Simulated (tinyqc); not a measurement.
# Strained alloy layer of InAs and GaAs on (001) InP, model-solid band line-up, step by step

Computed by the program tinyqc: `OMP_NUM_THREADS=1 python tinyqc.py 2690020 2690021 out.jsonl`, one thread of a shared Intel Xeon 2.30GHz, about 0.01 s for the whole run. Printed values are rounded.

The layer is x parts of the first compound and 1 - x of the second, grown coherently on the third as substrate and barrier. Rows of the table: lattice constant a, average valence level Ea on an absolute scale, spin-orbit splitting so, gaps at Gamma, X and L, hydrostatic deformation potentials av and ac (Gamma), shear potential b, elastic constants, electron and heavy-hole (along z) masses. All are interpolated linearly in x; gaps get -C x (1 - x), taken wholly in the conduction band; real line-ups can differ from this model by 0.1 eV or more.

Parameters, values chosen for the exercise: fraction of the first compound in the layer x = 0.8; bowing of the Gamma gap CG = 0.477 eV; bowing of the X gap CX = 1.4 eV; bowing of the L gap CL = 0.33 eV; layer thickness Lw = 13.7 nm.

Constants: q = 1.602176634e-19 C, hbar = 1.054571817e-34 J s, h = 6.62607015e-34 J s, m0 = 9.1093837015e-31 kg, c = 299792458 m/s, hbar^2/(2 m0) = 0.0380998212 eV nm^2. Results are converted to the units shown.

## Relaxed alloy and strain

Binary compounds, values chosen for the exercise:
```
              close to InAs  close to GaAs  close to InP
a (angstrom)          6.058          5.653         5.869
Ea (eV)               -6.67          -6.92         -7.04
so (eV)               0.375          0.339          0.11
EG (eV)               0.356           1.41          1.36
EX (eV)                1.36            1.9          2.16
EL (eV)                1.06           1.69          1.95
av (eV)                0.99           1.16          1.28
ac (eV)               -5.15          -7.08         -4.98
b (eV)                 -1.8          -1.71         -1.71
c11 (GPa)              82.8            119           102
c12 (GPa)              45.1           53.2            56
me (m0)              0.0228          0.067        0.0805
mh (m0)                0.33          0.351         0.529
```

In-plane strain e = (a_substrate - a)/a, e_z = -2 (c12/c11) e, volume change 2 e + e_z.

a = 5.977 angstrom
Gamma gap = 0.490480 eV
X gap = 1.244 eV
L gap = 1.13320 eV
e = -1.80693 %
e_z = 1.87516 %
volume change = -1.73870 %

The relaxed alloy has its lowest gap at Gamma (direct). The layer is under compressive in-plane strain.

## Band edges and offsets

In-plane strain e = (a_substrate - a)/a, e_z = -2 (c12/c11) e, volume change 2 e + e_z. With v = 2 e + e_z and d = 2 b (e_z - e): Eav = Ea + av v; E_hh = Eav + so/3 - d/2; E_lh = Eav - so/6 + d/4 + sqrt(so^2 + so d + 9 d^2/4)/2; E_c = Ea + so/3 + EG + ac v (Gamma). Substrate: E_v = Ea + so/3, E_c = E_v + EG. Well depths: dEc = E_c(substrate) - E_c, dEhh = E_hh - E_v(substrate), dElh likewise; strained Gamma gap E_c - max(E_hh, E_lh); positive values confine carriers in the layer.

d = -0.131229 eV
E_hh = -6.54959 eV
E_lh = -6.65460 eV
E_c = -6.01067 eV
strained Gamma gap = 0.538924 eV
dEc = 0.367333 eV
dEhh = 0.453744 eV
dElh = 0.348734 eV

The heavy-hole band lies on top, by 105 meV. At Gamma the line-up is type I, both carriers held in the layer.

## Critical thickness

In-plane strain e = (a_substrate - a)/a. Matthews-Blakeslee for 60-degree dislocations in a single layer: hc = k (ln(hc/bv) + 1), k = bv (1 - nu/4)/(4 pi |e| (1 + nu)), nu = c12/(c11 + c12), bv = a/sqrt(2); the larger root.

nu = 0.341620
bv = 0.422638 nm
hc = 4.17504 nm

The layer, Lw = 13.7 nm, is thicker than hc, so it is metastable at best by this criterion.

## Electron to heavy-hole transition of the well

Lowest level of a finite well of width Lw and depth V: kw Lw/2 = arctan(sqrt((mw/mb)(V - E)/E)), kw = sqrt(mw E/C), C = hbar^2/(2 m0), for electrons (dEc) and heavy holes (dEhh), mb from the substrate; transition E_c - E_hh + both levels, without exciton binding; wavelength h c/E.

electron mass in the layer = 0.03164 m0
heavy-hole mass in the layer = 0.3342 m0
electron level = 31.8480 meV
heavy-hole level = 5.02691 meV
transition energy = 0.575799 eV
wavelength = 2153.26 nm
